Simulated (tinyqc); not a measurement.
Spin curve: spin coating of a resist or spin-on film: centrifugal thinning, evaporation and the final thickness (Emslie and Meyerhofer models). Computed by tinyqc, a small Python program. Command: `OMP_NUM_THREADS=1 python tinyqc.py 3112112 3112113 out.jsonl spincoat walk`. One thread of a shared host (Intel(R) Xeon(R) Processor @ 2.30GHz), about 0.07 s of CPU time with the checks.

A Newtonian film stays uniform over the wafer; solvent and solids have the same density and the concentration is uniform through the thickness.

Inputs (values chosen for the exercise, of the order of those of a polymer resist in an ester solvent):
```
quantity,value,unit
solids volume fraction c0,0.29,-
kinematic viscosity of the solvent nu_s,0.97,mm^2/s
viscosity constant k,5400,mm^2/s
viscosity exponent gamma,3,-
spin speed f,2500,rpm
evaporation rate at 1000 rpm e0,0.21,micrometre/s
starting thickness h0,300,micrometre
wafer radius R,150,mm
```

Method:
- omega = 2 pi f/60; nu(c) = nu_s + k c^gamma; evaporation rate e = e0 sqrt(f/1000 rpm).
- Flow constant K = 2 omega^2/(3 nu(c0)); Reynolds number of the air omega R^2/nu_air with nu_air = 15 mm^2/s.
- Meyerhofer estimate: flow rules until (1 - c0) K h^3 = e, then evaporation alone: h_w = (e/((1 - c0) K))^(1/3), dry film c0 h_w.
- Full model for solids s and liquid l per area, h = s + l, c = s/h: ds/dt = -c Q, dl/dt = -(1 - c) Q - e, Q = 2 omega^2 h^3/(3 nu(c)); integrated adaptively (relative tolerance 1e-9) until l = 0.

dry film, estimate = 3211.33 nm

Dry film against speed:
```
f (rpm),full model (nm),estimate (nm),time to dry (s)
500,8064.0,7180.7,153.73
1000,5703.1,5077.6,76.97
1500,4656.7,4145.8,51.34
2000,4032.9,3590.4,38.51
3000,3292.9,2931.5,25.68
4000,2851.8,2538.8,19.26
6000,2328.5,2072.9,12.84
```

The full thickness goes as f^-0.500; the estimate as (e/omega^2)^(1/3) = f^(-1/2). The time to dry goes as f^-1.00. A thickness window of 1 % allows a speed error of about 2 %. Caution: above a Reynolds number of about 3e5 the air flow near the rim turns turbulent, and evaporation is no longer uniform.
